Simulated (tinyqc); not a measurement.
Speciation in dilute and buffered hydrofluoric acid, oxide etch rate and bath loading. Changing the HCl added. Computed by tinyqc, a small Python program. Command: `OMP_NUM_THREADS=1 python tinyqc.py 3121371 3121372 out.jsonl hfetch sweep`. One thread of a shared host (Intel(R) Xeon(R) Processor @ 2.30GHz), about 0.01 s of CPU time with the checks.

Concentrations stand for activities, NH4+ and Cl- are spectators, and water ionisation is neglected. H, F and HF2 denote the ions H+, F- and HF2-. The base temperature is 298 K.

Inputs (values chosen for the exercise, of the order of those for thermal oxide at room temperature):
```
quantity                            value            unit
HF added                             0.53           mol/L
NH4F added                           0.52           mol/L
K1 = [H][F]/[HF]                 0.000667           mol/L
K2 = [HF2]/([HF][F])                 4.55           L/mol
K3 = [H2F2]/[HF]^2                      0           L/mol
rate constant of neutral HF k_a       8.9  nm L/(min mol)
rate constant of HF2 k_b               61  nm L/(min mol)
activation energy                    0.35              eV
temperature error                     1.1               K
oxide removed per wafer                40              nm
```

Constants: k_B = 8.617333262e-05 eV/K.

Method:
- Fluoride balance: [HF] + [F] + 2 [HF2] + 2 [H2F2] = HF added + NH4F added. Acid balance: [H] + [HF] + [HF2] + 2 [H2F2] = HF added + HCl added. For a trial [H], [HF] = [H][F]/K1, and the fluoride balance is a quadratic in [F].
- The root is refined to 1e-13 in pH = -log10 [H].
- Rate = k_a ([HF] + 2 [H2F2]) + k_b [HF2], an empirical two-term form.
- Time = oxide/rate; a temperature error changes the rate by exp((E_a/k_B)(1/298 - 1/(298 + error))) - 1.

One run for each value:
```
HCl added (mol/L)  etch rate (nm/min)       pH  [HF2] (mol/L)  share of HF2 in the rate (%)
0.001                          19.195   3.1572        0.27783                        88.294
0.0026                         19.208   3.1516        0.27781                        88.227
0.0067                         19.239   3.1373        0.27771                        88.052
0.017                          19.306   3.1013        0.27724                        87.601
0.045                          19.411   3.0037        0.27453                        86.269
0.12                           19.170   2.7439        0.25722                        81.848
0.77                            9.841   0.5774        0.01201                         7.446
2                               9.437  -0.1711        0.00224                         1.445
```

Give the missing row, HCl added (mol/L) = 0.3.

Computed row:
```
HCl added (mol/L)  etch rate (nm/min)      pH  [HF2] (mol/L)  share of HF2 in the rate (%)
0.3                            16.188  2.1201        0.17022                        64.143
```

Interpolating between the two neighbouring rows (the first column on a logarithmic scale, the others too where they are positive) misses most in [HF2] (mol/L), by 67 %. Over the rows, etch rate (nm/min) goes from 19.2 through a maximum among these rows, 19.4 at 0.0450, to 9.44; pH falls from 3.16 to -0.171; [HF2] (mol/L) falls from 0.278 to 0.00224. Added acid turns F and HF2 into neutral HF, the slower species in this rate law.

Caution (all rows): at ionic strengths above about 0.5 mol/L activities differ much from concentrations, so pH and rates are only indicative.

Extremes, crossings and ranges named in words are read from the listed rows.
